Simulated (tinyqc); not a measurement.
## Trap density from the barrier height

Inverse problem. In a partly depleted grain with all boundary traps filled, 2 N W = Qt and VB = q N W^2/(2 eps0 eps_r). Find Qt, W and the doping at which VB would equal Vt.

Inputs (values chosen for the exercise): temperature T = 400 K; relative permittivity eps_r = 11.7.

Constants: q = 1.602176634e-19 C, kB = 1.380649e-23 J/K, Vt = kB T/q, eps0 = 8.8541878128e-14 F/cm where lengths are in cm. Results are converted to the units shown.

doping = 5.7e17 cm^-3
barrier height = 0.26590532 V

Solution. Eliminating W gives VB = q Qt^2/(8 eps0 eps_r N), which falls as 1/N.

Qt = 2.800e12 cm^-2
W = 24.56 nm
doping for VB = Vt = 4.397e18 cm^-3

tinyqc, about 0.01 s, one thread, Intel Xeon 2.30GHz (shared host): `OMP_NUM_THREADS=1 python tinyqc.py 2830113 2830114 out.jsonl`
